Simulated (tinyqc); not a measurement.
Critical points: density of states of one tight-binding band on the simple cubic lattice.

E(k) = -2 t (c1 + c2 + c3) - 4 t2 (c1 c2 + c2 c3 + c3 c1) with ci = cos(2 pi ki); k in fractions of the reciprocal vectors, mesh k_i = j/N with j = 0 .. N-1. Densities are per cell and per spin, so the band holds one state.

Inputs chosen for the exercise: t = 2.03 eV (nearest hopping); t2 = 0.36 eV (second hopping).

The gradient vanishes at these points by symmetry; the signs of the eigenvalues of the second-derivative matrix give the type.

Critical points:
```
point,k,E (eV),positive,negative,type
Gamma,"(0, 0, 0)",-16.5000,3,0,minimum
X,"(0.5, 0, 0)",-2.6200,2,1,saddle
M,"(0.5, 0.5, 0)",5.5000,1,2,saddle
R,"(0.5, 0.5, 0.5)",7.8600,0,3,maximum
```

What can be read from this table?

Gamma is a minimum at -16.500 eV: its contribution to g starts as a square root. X is a saddle at -2.620 eV: g has a square-root kink there. M is a saddle at 5.500 eV: g has a square-root kink there. R is a maximum at 7.860 eV: its contribution to g ends as a square root.

Computed by tinyqc, a small Python program: `OMP_NUM_THREADS=1 python tinyqc.py 1682298 1682299 out.jsonl` (the numbers bound the seed that draws the inputs); one thread of a shared host (Intel(R) Xeon(R) Processor @ 2.30GHz), about 0.2 s for the whole set of steps.
